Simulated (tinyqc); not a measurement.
Inside a calculation. Model: MOS inversion layer, Poisson-Schroedinger loop.

Program tinyqc, `OMP_NUM_THREADS=1 python tinyqc.py 2160016 2160017 out.jsonl`; Intel Xeon 2.30GHz, shared host, one thread, about 0.9 s. Printed values are rounded.

Electrons confined at an insulator interface at z = 0, treated as a hard wall; parabolic valleys, Hartree approximation, no image or exchange terms. The depletion charge lies far deeper than the electrons and gives a uniform field q Nd/(eps0 eps_r); the gate balances all charge. Energies are counted from the band edge at the interface.

Values chosen for this exercise; masses and permittivity close to those of germanium (111): temperature T = 400 K; relative permittivity eps_r = 16.2; mass along z of valley set A (1 valley(s)) mz1 = 1.62 m0; in-plane density-of-states mass of set A md1 = 0.0818 m0; mass along z of valley set B (3 valley(s)) mz2 = 0.0905 m0; in-plane density-of-states mass of set B md2 = 0.346 m0; sheet density of electrons Ns = 2.7e12 cm^-2; sheet density of depletion charge Nd = 3.7e12 cm^-2; extra shift of set B (strain) dE = 0 eV; mesh step hz = 1 nm; mixing factor a = 0.5.

Constants: q = 1.602176634e-19 C, kB = 1.380649e-23 J/K, hbar = 1.054571817e-34 J s, m0 = 9.1093837015e-31 kg, Vt = kB T/q, eps0 = 8.8541878128e-14 F/cm where lengths are in cm, hbar^2/(2 m0) = 0.0380998212 eV nm^2. Results are converted to the units shown.

## Fixed part of the potential

z, node 1 to 14 (nm): [1, 2, 3, 4, 5, 6, 7, 8, 9, 10, 11, 12, 13, 14]

V0 = q Nd z/(eps0 eps_r) in eV.

fixed potential V0, node 1 to 14 (eV): [0.041328, 0.082657, 0.123985, 0.165314, 0.206642, 0.247970, 0.289299, 0.330627, 0.371955, 0.413284, 0.454612, 0.495941, 0.537269, 0.578597]

## Round 1: levels and probability densities

self-consistent potential U at the start, node 1 to 14 (eV): [0, 0, 0, 0, 0, 0, 0, 0, 0, 0, 0, 0, 0, 0]

Tridiagonal Hamiltonian with psi = 0 one step beyond both ends: H_ii = C (1/m_(i-1/2) + 1/m_(i+1/2))/hz^2 + V0_i + U_i (+ dE for the set B), H_(i,i+1) = -C/(m_(i+1/2) hz^2), C = hbar^2/(2 m0). The lowest 2 level(s) of each valley set are kept, normalised to hz sum |psi|^2 = 1. The mass is the same on all intervals.

levels (eV): A1 0.076591, A2 0.128179, B1 0.207728, B2 0.360784
|psi|^2 of A1, node 1 to 14 (1/nm): [0.788506, 0.197645, 0.013419, 0.000422, 0.000008, 0.000000, 0.000000, 0.000000, 0.000000, 0.000000, 0.000000, 0.000000, 0.000000, 0.000000]
|psi|^2 of A2, node 1 to 14 (1/nm): [0.192046, 0.550360, 0.236216, 0.020598, 0.000764, 0.000016, 0.000000, 0.000000, 0.000000, 0.000000, 0.000000, 0.000000, 0.000000, 0.000000]
|psi|^2 of B1, node 1 to 14 (1/nm): [0.089961, 0.231667, 0.270096, 0.206768, 0.118278, 0.053928, 0.020373, 0.006544, 0.001821, 0.000445, 0.000097, 0.000019, 0.000003, 0.000000]
|psi|^2 of B2, node 1 to 14 (1/nm): [0.083805, 0.129105, 0.036770, 0.006999, 0.102548, 0.193207, 0.194557, 0.135220, 0.071833, 0.030774, 0.010964, 0.003286, 0.000804, 0.000127]

## Round 1: Fermi level and occupations

Level k holds N_k = D_k Vt ln(1 + exp((EF - E_k)/Vt)) with D = md1 m0 q/(pi hbar^2) for the set A, D = 3 md2 m0 q/(pi hbar^2) for the set B per eV (spin included); EF is fixed by sum N_k = Ns.

EF = 0.106154 eV
N_k (cm^-2): A1 1.42665e12, A2 4.99232e11, B1 7.64869e11, B2 9.25115e9

## Round 1: density, output potential and mixing

n_i = sum_k N_k |psi_k|^2 (converted to cm^-3). Hartree part by Gauss: on the interval before node i the electrons still beyond are S_i = Ns - hz sum_(j<i) n_j, and U_i = U_(i-1) + q S_i hz/(eps0 eps_r) in eV, U_0 = 0 at the interface. Mixing: U(new) = U + a (U(out) - U).

n, node 1 to 14 (in units of 1e19 cm^-3): [1.29038, 0.73512, 0.34400, 0.16910, 0.09181, 0.04304, 0.01738, 0.00626, 0.00206, 0.00063, 0.00018, 0.00004, 0.00001, 0.00000]
U(out), node 1 to 14 (eV): [0.0301585, 0.0459038, 0.0534379, 0.0571296, 0.0589324, 0.0597098, 0.0600064, 0.0601088, 0.0601414, 0.0601509, 0.0601535, 0.0601541, 0.0601543, 0.0601543]
U after round 1, node 1 to 14 (eV): [0.0150793, 0.0229519, 0.0267189, 0.0285648, 0.0294662, 0.0298549, 0.0300032, 0.0300544, 0.0300707, 0.0300755, 0.0300768, 0.0300771, 0.0300771, 0.0300771]

## Course of the self-consistent loop

Start from U = 0. Stop when the largest |U(out) - U| is below 1e-7 eV, or after 60 rounds. From round 2 on: Anderson mixing of depth m keeps the last m inputs V and residuals F = V(out) - V(in), fits c by least squares to F = dF c over their successive differences dF, dV, and sets V(new) = V + a F - (dV + a dF) c. Here m = 4.

Course of the iteration:
```
round  level A1 (eV)   EF (eV)  largest |U(out) - U| (eV)
1          0.0765905  0.106154                     0.0602
2          0.0931940  0.127287                     0.0264
3           0.107625  0.144810                    1.55e-3
4           0.109114  0.146108                    1.26e-4
5           0.109139  0.146092                    2.30e-5
6           0.109139  0.146096                    2.58e-7
7           0.109139  0.146096                    1.08e-9
```

Converged in 7 rounds.

## Converged levels, occupations and centroid

converged U, node 1 to 14 (eV): [0.0301585, 0.0435249, 0.0493105, 0.0520852, 0.0534115, 0.0539693, 0.0541774, 0.0542479, 0.0542699, 0.0542763, 0.0542780, 0.0542784, 0.0542785, 0.0542785]

Solve for the levels with V0 + U, find EF, n_i = sum_k N_k |psi_k|^2 (in cm^-3); share of each level N_k/Ns; centroid sum n z/sum n.

levels (eV): A1 0.109139, A2 0.170958, B1 0.255245, B2 0.411258
EF = 0.146096 eV
shares (%): A1 59.6124, A2 17.2823, B1 22.8529, B2 0.2524
n, node 1 to 14 (in units of 1e19 cm^-3): [1.50335, 0.67868, 0.26955, 0.12968, 0.06880, 0.03131, 0.01232, 0.00434, 0.00140, 0.00042, 0.00012, 0.00003, 0.00001, 0.00000]
centroid = 1.79977 nm

An 800-node mesh to 25 nm with 8 levels a set gives A1 = 0.1098 eV, EF = 0.1466 eV and a centroid of 1.857 nm; the levels kept above hold 95.4 % of the electrons there. The coarse centroid is 3.1 % below the fine one.

## Closed-form estimates

Triangular well: E_k = a_k (C F^2/mz)^(1/3), a_1 = 2.338107, a_2 = 4.087949, C = hbar^2/(2 m0), F in eV/nm. Fang-Howard (all electrons in the lowest level of set A): b^3 = 6 (mz1/C) q (Nd + 11 Ns/32)/(eps0 eps_r), centroid 3/b, level C b^2/(4 mz1) + (3/b) q (Nd + 11 Ns/16)/(eps0 eps_r). Use F = q (Nd + Ns)/(eps0 eps_r), the surface field, and F = q (Nd + Ns/2)/(eps0 eps_r).

A1 with the surface field = 0.115386 eV
A1 with Nd + Ns/2 = 0.0985279 eV
A2 with Nd + Ns/2 = 0.172266 eV
b = 2.36264 1/nm
Fang-Howard centroid = 1.26976 nm
Fang-Howard level = 0.111625 eV

Against the self-consistent A1 = 0.1098 eV on a fine mesh, the surface-field estimate is 5.1 % above it, the half-charge one 10 % below it and Fang-Howard 1.7 % above it. A1 holds 59.5 % of the electrons, and the Fang-Howard centroid is 32 % below the full one.
